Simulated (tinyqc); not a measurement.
Inside a calculation. Method: plane-wave Kohn-Sham cycle with exchange-only LDA in a layered model solid. One step of it, computed by the program tinyqc.

Question. Iteration 2: Hamiltonian at one k. H(m,m') = (k + G_m)^2/2 delta + V(G_m - G_m'), with V(-G) = V(G).

A solid whose potential varies along x alone (atomic units):
```
parameter                      value
period a                   13.800000
cross-section of the cell  36.000000
electrons per cell                 2
grid points                       16
plane waves -n..n, n               2
k points                           2
V1 in V1 cos(2 pi x/a)     -0.340000
V2 in V2 cos(4 pi x/a)     -0.270000
```

V(G_m), m = 0, 1, 2, ... (hartree): -0.103627  -0.019864  -0.124834  0.009839  0.000831

k = 0.250000 2 pi / a

Give: H.

Answer.

H (hartree):
```
         -2       -1       +0       +1       +2
-2   0.2138  -0.0199  -0.1248   0.0098   0.0008
-1  -0.0199  -0.0453  -0.0199  -0.1248   0.0098
+0  -0.1248  -0.0199  -0.0971  -0.0199  -0.1248
+1   0.0098  -0.1248  -0.0199   0.0583  -0.0199
+2   0.0008   0.0098  -0.1248  -0.0199   0.4211
```
